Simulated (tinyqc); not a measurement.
Implant damage, amorphisation by cascade overlap, and solid-phase epitaxial regrowth: one step, computed by the program tinyqc.

Range and width of the damage are inputs. Dynamic annealing enters only through the surviving share f.

Task: The amorphous layer. Displaced share x(z) = f nu Q exp(-(z - R_d)^2/(2 s_d^2))/(sqrt(2 pi) s_d N); the layer is amorphous where x > x_c, between R_d -/+ s_d sqrt(2 ln(x_max/x_c)), the upper edge being cut at the surface. Threshold dose Q_c = Q x_c/x_max.

Inputs (values chosen for the exercise, modelled on germanium ions in germanium):
```
quantity                           value    unit
atomic density N                    44.2  1/nm^3
depth of the damage peak R_d          26      nm
width of the damage profile s_d       14      nm
share of defects that survive f     0.59       -
critical displaced share x_c        0.15       -
dose Q                           4.2e+14  1/cm^2
```

displacements per ion nu = 1021.927

Give: peak displaced share x_max; threshold dose Q_c; upper edge; lower edge.

Result:

peak displaced share x_max = 1.633

threshold dose Q_c = 3.859e+13 1/cm^2

upper edge = 0 nm

lower edge = 56.59 nm

The layer reaches the surface. Caution: x above 1 counts atoms displaced more than once.
